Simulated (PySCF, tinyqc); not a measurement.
Inside a calculation. Method: MP2 on RHF in the sto-3g basis, for H6, spin multiplicity 1. The lowest restricted solution is unstable here: a spin-polarised one lies 0.0042 hartree lower (PySCF). One step of it, computed by the program tinyqc.

Question. Integrals over molecular orbitals. (pq|rs) = sum C_ip C_jq C_kr C_ls (ij|kl), one index at a time.

coefficients C:
```
            MO1        MO2        MO3        MO4        MO5        MO6
1H 1s  0.147085   0.329649   0.492152  -0.639904  -0.661395  -0.433275
2H 1s  0.275459   0.418519   0.262888   0.316089   0.911957   0.903064
3H 1s  0.364053   0.163547  -0.435251   0.536325  -0.427355  -1.151000
4H 1s  0.364371  -0.163988  -0.434715  -0.535536  -0.427991   1.152033
5H 1s  0.275750  -0.417951   0.263611  -0.316794   0.911038  -0.904009
6H 1s  0.147024  -0.328816   0.492957   0.640612  -0.659811   0.433046
```

core Hamiltonian H = T + V (hartree), lower triangle:
```
           1H 1s      2H 1s      3H 1s      4H 1s      5H 1s      6H 1s
1H 1s  -1.707765
2H 1s  -1.161172  -2.160269
3H 1s  -0.368201  -1.408884  -2.295830
4H 1s  -0.067808  -0.391330  -1.326049  -2.296198
5H 1s  -0.009658  -0.080812  -0.391972  -1.410594  -2.160507
6H 1s  -0.000778  -0.009635  -0.067808  -0.368188  -1.159771  -1.707264
```

Two-electron integrals (ij|kl) in chemists' order, unique and non-zero (hartree):
```
(11|11) 0.774606   (21|11) 0.319594   (21|21) 0.167202   (22|11) 0.485266
(22|21) 0.319594   (22|22) 0.774606   (31|11) 0.069694   (31|21) 0.040058
(31|22) 0.086852   (31|31) 0.010945   (32|11) 0.201706   (32|21) 0.136894
(32|22) 0.355881   (32|31) 0.043504   (32|32) 0.201882   (33|11) 0.279712
(33|21) 0.189736   (33|22) 0.510398   (33|31) 0.069694   (33|32) 0.355881
(33|33) 0.774606   (41|11) 0.009104   (41|21) 0.005575   (41|22) 0.012900
(41|31) 0.001667   (41|32) 0.007170   (41|33) 0.012900   (41|41) 0.000278
(42|11) 0.041046   (42|21) 0.027194   (42|22) 0.069694   (42|31) 0.009138
(42|32) 0.043504   (42|33) 0.086852   (42|41) 0.001667   (42|42) 0.010945
(43|11) 0.114537   (43|21) 0.074070   (43|22) 0.189736   (43|31) 0.027194
(43|32) 0.136894   (43|33) 0.319594   (43|41) 0.005575   (43|42) 0.040058
(43|43) 0.167202   (44|11) 0.185008   (44|21) 0.114537   (44|22) 0.279712
(44|31) 0.041046   (44|32) 0.201706   (44|33) 0.485266   (44|41) 0.009104
(44|42) 0.069694   (44|43) 0.319594   (44|44) 0.774606   (51|11) 0.000926
(51|21) 0.000592   (51|22) 0.001449   (51|31) 0.000193   (51|32) 0.000886
(51|33) 0.001732   (51|41) 0.000035   (51|42) 0.000223   (51|43) 0.000804
(51|44) 0.001409   (51|51) 4.63e-06   (52|11) 0.006611   (52|21) 0.004278
(52|22) 0.010823   (52|31) 0.001479   (52|32) 0.007119   (52|33) 0.014986
(52|41) 0.000286   (52|42) 0.001959   (52|43) 0.007660   (52|44) 0.014983
(52|51) 0.000040   (52|52) 0.000380   (53|11) 0.027638   (53|21) 0.017298
(53|22) 0.042749   (53|31) 0.006179   (53|32) 0.030263   (53|33) 0.069823
(53|41) 0.001288   (53|42) 0.009385   (53|43) 0.040130   (53|44) 0.087002
(53|51) 0.000193   (53|52) 0.001962   (53|53) 0.010982   (54|11) 0.089064
(54|21) 0.053628   (54|22) 0.126690   (54|31) 0.018495   (54|32) 0.087656
(54|33) 0.201990   (54|41) 0.004000   (54|42) 0.030249   (54|43) 0.137090
(54|44) 0.356389   (54|51) 0.000635   (54|52) 0.007126   (54|53) 0.043630
(54|54) 0.202387   (55|11) 0.140626   (55|21) 0.082718   (55|22) 0.189982
(55|31) 0.027600   (55|32) 0.126577   (55|33) 0.279856   (55|41) 0.005775
(55|42) 0.042694   (55|43) 0.189851   (55|44) 0.510746   (55|51) 0.000926
(55|52) 0.010823   (55|53) 0.069823   (55|54) 0.356389   (55|55) 0.774606
(61|11) 0.000053   (61|21) 0.000033   (61|22) 0.000083   (61|31) 0.000012
(61|32) 0.000056   (61|33) 0.000120   (61|41) 2.28e-06   (61|42) 0.000016
(61|43) 0.000062   (61|44) 0.000120   (61|51) 3.25e-07   (61|52) 3.05e-06
(61|53) 0.000016   (61|54) 0.000056   (61|55) 0.000083   (61|61) 2.48e-08
(62|11) 0.000605   (62|21) 0.000377   (62|22) 0.000923   (62|31) 0.000132
(62|32) 0.000632   (62|33) 0.001406   (62|41) 0.000027   (62|42) 0.000192
(62|43) 0.000802   (62|44) 0.001728   (62|51) 4.00e-06   (62|52) 0.000040
(62|53) 0.000223   (62|54) 0.000885   (62|55) 0.001446   (62|61) 3.24e-07
(62|62) 4.60e-06   (63|11) 0.003990   (63|21) 0.002420   (63|22) 0.005772
(63|31) 0.000839   (63|32) 0.003995   (63|33) 0.009104   (63|41) 0.000176
(63|42) 0.001286   (63|43) 0.005575   (63|44) 0.012900   (63|51) 0.000027
(63|52) 0.000286   (63|53) 0.001670   (63|54) 0.007178   (63|55) 0.012902
(63|61) 2.28e-06   (63|62) 0.000035   (63|63) 0.000278   (64|11) 0.020308
(64|21) 0.011973   (64|22) 0.027590   (64|31) 0.004011   (64|32) 0.018471
(64|33) 0.041046   (64|41) 0.000839   (64|42) 0.006167   (64|43) 0.027194
(64|44) 0.069694   (64|51) 0.000132   (64|52) 0.001478   (64|53) 0.009151
(64|54) 0.043551   (64|55) 0.086851   (64|61) 0.000012   (64|62) 0.000192
(64|63) 0.001667   (64|64) 0.010945   (65|11) 0.063497   (65|21) 0.036708
(65|22) 0.082609   (65|31) 0.011961   (65|32) 0.053506   (65|33) 0.114429
(65|41) 0.002418   (65|42) 0.017251   (65|43) 0.074004   (65|44) 0.189575
(65|51) 0.000377   (65|52) 0.004272   (65|53) 0.027205   (65|54) 0.136887
(65|55) 0.319122   (65|61) 0.000033   (65|62) 0.000589   (65|63) 0.005569
(65|64) 0.040012   (65|65) 0.166768   (66|11) 0.111594   (66|21) 0.063564
(66|22) 0.140589   (66|31) 0.020308   (66|32) 0.088951   (66|33) 0.185008
(66|41) 0.003990   (66|42) 0.027590   (66|43) 0.114537   (66|44) 0.279712
(66|51) 0.000606   (66|52) 0.006608   (66|53) 0.041100   (66|54) 0.201868
(66|55) 0.484935   (66|61) 0.000053   (66|62) 0.000923   (66|63) 0.009104
(66|64) 0.069694   (66|65) 0.319122   (66|66) 0.774606
```

Give: one-electron integrals over orbitals h = C^T H C; Two-electron integrals over orbitals.

Answer.

one-electron integrals over orbitals h = C^T H C (hartree), lower triangle:
```
         1        2        3        4        5        6
1  -2.3817
2   0.0002  -2.1271
3   0.1525   0.0000  -1.9183
4   0.0002  -0.2296   0.0005  -1.7186
5  -0.0601  -0.0003  -0.1880   0.0000  -1.4056
6  -0.0001  -0.0371   0.0001   0.1608   0.0001  -1.1689
```

Two-electron integrals over orbitals (pq|rs), unique and non-zero (hartree):
```
(11|11) 0.4469      (21|11) -1.93e-04   (21|21) 0.1371      (22|11) 0.3648
(22|21) 2.60e-04    (22|22) 0.3880      (31|11) -0.0808     (31|21) -2.60e-05
(31|22) 0.0196      (31|31) 0.0961      (32|11) -4.88e-05   (32|21) 0.0956
(32|22) 2.86e-04    (32|31) -7.08e-05   (32|32) 0.1229      (33|11) 0.3680
(33|21) -1.58e-04   (33|22) 0.3568      (33|31) -0.0152     (33|32) -2.05e-04
(33|33) 0.3785      (41|11) -1.00e-04   (41|21) 0.0550      (41|22) -5.09e-05
(41|31) -7.00e-05   (41|32) -0.0170     (41|33) 6.49e-05    (41|41) 0.0771
(42|11) 0.0872      (42|21) -1.47e-04   (42|22) 0.0204      (42|31) -0.0624
(42|32) -9.84e-05   (42|33) -0.0012     (42|41) -4.24e-05   (42|42) 0.0899
(43|11) -1.37e-04   (43|21) -0.0900     (43|22) -2.49e-04   (43|31) 2.27e-04
(43|32) -0.0923     (43|33) 1.48e-04    (43|41) -0.0074     (43|42) -1.09e-04
(43|43) 0.1196      (44|11) 0.3771      (44|21) -1.27e-04   (44|22) 0.3634
(44|31) -0.0172     (44|32) -1.55e-04   (44|33) 0.3737      (44|41) 3.17e-05
(44|42) 0.0128      (44|43) 8.95e-05    (44|44) 0.3885      (51|11) 0.0023
(51|21) 1.59e-05    (51|22) 0.0382      (51|31) 0.0360      (51|32) -5.24e-05
(51|33) -0.0164     (51|41) -2.06e-05   (51|42) 0.0232      (51|43) 4.32e-06
(51|44) -0.0061     (51|51) 0.0579      (52|11) 6.59e-05    (52|21) 0.0504
(52|22) 8.72e-05    (52|31) -1.12e-04   (52|32) 0.0051      (52|33) 1.37e-05
(52|41) 0.0502      (52|42) 1.22e-04    (52|43) 0.0290      (52|44) 1.33e-05
(52|51) 7.46e-05    (52|52) 0.0837      (53|11) 0.0889      (53|21) -1.34e-04
(53|22) 0.0207      (53|31) -0.0645     (53|32) -6.77e-05   (53|33) 0.0099
(53|41) -4.00e-05   (53|42) 0.0817      (53|43) -1.39e-04   (53|44) 0.0076
(53|51) 0.0140      (53|52) 1.01e-04    (53|53) 0.0884      (54|11) -8.49e-05
(54|21) 0.1003      (54|22) 2.67e-04    (54|31) -5.39e-05   (54|32) 0.1156
(54|33) -2.19e-04   (54|41) -0.0050     (54|42) -9.92e-05   (54|43) -0.0930
(54|44) -1.70e-04   (54|51) -3.11e-05   (54|52) 0.0102      (54|53) -8.96e-05
(54|54) 0.1245      (55|11) 0.3870      (55|21) 2.14e-04    (55|22) 0.3974
(55|31) 0.0064      (55|32) 2.32e-04    (55|33) 0.3739      (55|41) -3.18e-05
(55|42) 0.0280      (55|43) -2.39e-04   (55|44) 0.3833      (55|51) 0.0347
(55|52) 9.42e-05    (55|53) 0.0293      (55|54) 2.33e-04    (55|55) 0.4276
(61|11) 6.13e-05    (61|21) -0.0022     (61|22) 3.34e-05    (61|31) -5.73e-05
(61|32) 0.0267      (61|33) -3.58e-05   (61|41) -0.0294     (61|42) 1.78e-05
(61|43) 0.0350      (61|44) -2.95e-05   (61|51) -5.99e-05   (61|52) 0.0340
(61|53) 9.45e-06    (61|54) 0.0239      (61|55) 2.11e-05    (61|61) 0.0688
(62|11) 0.0030      (62|21) 3.90e-05    (62|22) 0.0373      (62|31) 0.0341
(62|32) -3.56e-05   (62|33) -0.0092     (62|41) 2.91e-06    (62|42) 0.0172
(62|43) -3.98e-06   (62|44) -0.0112     (62|51) 0.0515      (62|52) 8.86e-05
(62|53) 0.0191      (62|54) -3.17e-05   (62|55) 0.0367      (62|61) -6.20e-05
(62|62) 0.0541      (63|11) -8.90e-05   (63|21) 0.0535      (63|22) -2.96e-05
(63|31) -6.71e-05   (63|32) -0.0100     (63|33) 5.51e-05    (63|41) 0.0698
(63|42) -4.00e-05   (63|43) -0.0083     (63|44) 5.57e-05    (63|51) -1.87e-05
(63|52) 0.0492      (63|53) -5.05e-05   (63|54) -0.0098     (63|55) -3.06e-05
(63|61) -0.0273     (63|62) -3.59e-06   (63|63) 0.0742      (64|11) -0.0841
(64|21) -1.14e-05   (64|22) 0.0117      (64|31) 0.0924      (64|32) -5.46e-05
(64|33) -0.0183     (64|41) -6.42e-05   (64|42) -0.0642     (64|43) 2.22e-04
(64|44) -0.0210     (64|51) 0.0334      (64|52) -1.10e-04   (64|53) -0.0666
(64|54) -4.53e-05   (64|55) 0.0093      (64|61) -5.45e-05   (64|62) 0.0342
(64|63) -6.74e-05   (64|64) 0.1020      (65|11) -1.80e-04   (65|21) 0.1404
(65|22) 2.67e-04    (65|31) -4.74e-05   (65|32) 0.1015      (65|33) -1.67e-04
(65|41) 0.0552      (65|42) -1.40e-04   (65|43) -0.0963     (65|44) -1.30e-04
(65|51) 8.43e-06    (65|52) 0.0524      (65|53) -1.29e-04   (65|54) 0.1084
(65|55) 2.38e-04    (65|61) -0.0023     (65|62) 3.36e-05    (65|63) 0.0589
(65|64) -3.66e-05   (65|65) 0.1601      (66|11) 0.4787      (66|21) -1.98e-04
(66|22) 0.3930      (66|31) -0.0870     (66|32) -5.32e-05   (66|33) 0.3988
(66|41) -9.92e-05   (66|42) 0.0956      (66|43) -1.56e-04   (66|44) 0.4117
(66|51) 0.0029      (66|52) 8.14e-05    (66|53) 0.1004      (66|54) -9.11e-05
(66|55) 0.4281      (66|61) 6.53e-05    (66|62) 0.0040      (66|63) -9.37e-05
(66|64) -0.0975     (66|65) -2.00e-04   (66|66) 0.5441
```
